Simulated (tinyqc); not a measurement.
Straight dislocations in isotropic elasticity: fields, energies, partials, Peierls stress and walls. Changing the dislocation density rho. Computed by tinyqc, a small Python program. Command: `OMP_NUM_THREADS=1 python tinyqc.py 3004887 3004888 out.jsonl disloc sweep`. One thread of a shared host (Intel(R) Xeon(R) Processor @ 2.30GHz), about 0.01 s of CPU time with the checks.

The line runs along z, the glide plane is y = 0, and beta is the angle between b and the line (0 screw, 90 degrees edge): b_e = b sin(beta) along +x with the extra half plane at y > 0, b_s = b cos(beta). Stress is positive in tension.

Inputs (values chosen for the exercise, modelled on silver): shear modulus G = 29.8 GPa; Poisson ratio nu = 0.364; Burgers vector b = 2.889 angstrom; core radius r0/b = 0.5; source length l = 2600 nm.

Character: screw.

Constants: 1 eV/angstrom^3 = 160.2176634 GPa.

Method:
- Energy factor K = G [cos^2(beta) + sin^2(beta)/(1 - nu)].
- E = K b^2/(4 pi) ln(R/r0) with R = 1/(2 sqrt(rho)); tension T = E + d^2E/d(beta)^2 = G b^2 [1 + nu - 3 nu sin^2(beta)]/(4 pi (1 - nu)) ln(R/r0). The core energy is taken into r0.
- Frank-Read source, averaged over the loop: tau = G b/(2 pi l) [(1 - nu/2)/(1 - nu)] ln(l/r0). Taylor hardening: tau = 0.3 G b sqrt(rho).

One run for each value:
```
dislocation density rho (1/m^2)  stored energy rho E (kJ/m^3)  Taylor stress (MPa)  line energy E (eV/nm)
1.00e+08                                            2.524e-04            2.583e-02                  15.76
1.00e+09                                            2.297e-03            8.167e-02                  14.33
1.00e+10                                            2.069e-02            2.583e-01                  12.91
1.00e+11                                            1.841e-01            8.167e-01                  11.49
1.00e+12                                            1.613e+00            2.583e+00                  10.07
1.00e+13                                            1.385e+01            8.167e+00                   8.65
1.00e+14                                            1.157e+02            2.583e+01                   7.22
1.00e+15                                            9.294e+02            8.167e+01                   5.80
1.00e+16                                            7.015e+03            2.583e+02                   4.38
```

What does the table show, and why?

Over the rows, stored energy rho E (kJ/m^3) rises from 2.52e-4 to 7010 (exponent d ln y / d ln x 0.96 between the first rows and 0.88 between the last); Taylor stress (MPa) rises from 0.0258 to 258 (exponent d ln y / d ln x about 0.50 throughout); line energy E (eV/nm) falls from 15.8 to 4.38 (exponent d ln y / d ln x -0.041 between the first rows and -0.12 between the last). The exponent of Taylor stress stays at 0.50: the forest spacing is rho^(-1/2).
